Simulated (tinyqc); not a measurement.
Solid solubility of a dopant against its melt (retrograde solidus), clustering and the electrically active fraction. From one set of inputs to another, one input at a time. Computed by tinyqc, a small Python program. Command: `OMP_NUM_THREADS=1 python tinyqc.py 3012225 3012226 out.jsonl retro ladder`. One thread of a shared host (Intel(R) Xeon(R) Processor @ 2.30GHz), about 0.03 s of CPU time with the checks.

The inputs printed are set A. Inputs not listed in the table keep their values of set A, so the rows need not describe a real material.

Inputs (values chosen for the exercise, of the order of those of gallium in silicon for the solubility):

| quantity | value | unit |
|---|---|---|
| melting point of the host T_m | 1687 | K |
| heat of melting of the host H_f | 50.2 | kJ/mol |
| interaction L of the melt | 3.6 | kJ/mol |
| enthalpy of transfer from melt to solid H | 0.672 | eV |
| entropy of transfer S | -0.28 | k_B |
| site density N0 | 5e+22 | 1/cm^3 |
| temperature T | 1050 | K |
| total dopant density N_t | 2.5e+21 | 1/cm^3 |
| atoms per cluster m | 4 | - |
| cluster scale N* at 1273 K | 5e+20 | 1/cm^3 |
| activation energy E_b of the cluster scale | 0.41 | eV |
| anneal temperature T_a | 950 | K |
| prefactor of n_i | 3.95e+16 | 1/(cm^3 K^1.5) |
| energy E_i in n_i | 0.605 | eV |
| mobility mu | 80 | cm^2/(V s) |

Clustering: clusters that take up free electrons.

Constants: R = 8.314462618 J/(mol K); k_B = 8.617333262e-05 eV/K; e = 1.602176634e-19 C; N_A = 6.02214076e+23 1/mol.

Method:
- x_l and x_s are atom fractions of the dopant in melt and solid; the solid is dilute. Liquidus of the host: R T ln(1 - x_l) + L x_l^2 = -H_f (1 - T/T_m). Distribution: k = x_s/x_l = exp[L (1 - x_l)^2/(R T)] exp(S/k_B - H/(k_B T)), the first factor being the activity coefficient in the melt. Solubility = x_s N0; at T_m x_l = 0.
- The largest x_s N0 between 900 K and T_m. For an ideal melt with constant heats the maximum has x_l = H_f/(H + H_f), H in the same units.
- A highly soluble donor (another dopant than that of the solidus) is limited by clustering. Donors N_a are active, and clusters hold m atoms each: N_t = N_a + m C, m C = N* (N_a/N*)^m (n/N*)^m, each atom taking one electron, n = N_a/2 + sqrt(N_a^2/4 + n_i^2), n_i = prefactor x T^1.5 exp(-E_i/(k_B T)), with N*(T) = N*(1273 K) exp[-(E_b/k_B)(1/T - 1/1273)]. Resistivity = 1/(e mu N_a).

Each row keeps all changes above it:

| input moved | from | to | distribution coefficient k | temperature of the maximum (K) | resistivity (milliohm cm) |
|---|---|---|---|---|---|
| set A | - | - | 4.5092e-04 | 1469.7 | 0.39198 |
| cluster scale N* at 1273 K (1/cm^3) | 5e+20 | 2e+20 | 4.5092e-04 | 1469.7 | 0.86886 |
| activation energy E_b of the cluster scale (eV) | 0.41 | 0.36 | 4.5092e-04 | 1469.7 | 0.75919 |
| total dopant density N_t (1/cm^3) | 2.5e+21 | 6.7e+20 | 4.5092e-04 | 1469.7 | 0.90580 |
| entropy of transfer S (k_B) | -0.28 | -0.96 | 2.2844e-04 | 1469.7 | 0.90580 |
| interaction L of the melt (kJ/mol) | 3.6 | 12 | 2.2814e-04 | 1511.2 | 0.90580 |
| enthalpy of transfer from melt to solid H (eV) | 0.672 | 1.04 | 3.9074e-06 | 1549.3 | 0.90580 |
| temperature T (K) | 1050 | 1540 | 2.1710e-04 | 1549.3 | 0.90580 |

Where does the difference come from?

Distribution coefficient k goes from 4.51e-4 to 2.17e-4, a factor 0.481 in all. The largest single move comes from enthalpy of transfer from melt to solid H (a factor 0.0171), and temperature T works against it (a factor 55.6). Temperature of the maximum goes from 1470 to 1550, a factor 1.05 in all. The largest single move comes from interaction L of the melt (a factor 1.028). Resistivity goes from 0.392 to 0.906, a factor 2.31 in all. The largest single move comes from cluster scale N* at 1273 K (a factor 2.22), and activation energy E_b of the cluster scale works against it (a factor 0.874). The single moves hold for this order of the switches; the total does not depend on the order.

Caution (all rows): this clustering law is a generic form; degeneracy and a doping-dependent mobility are left out.

Extremes, crossings and ranges named in words are read from the listed rows.
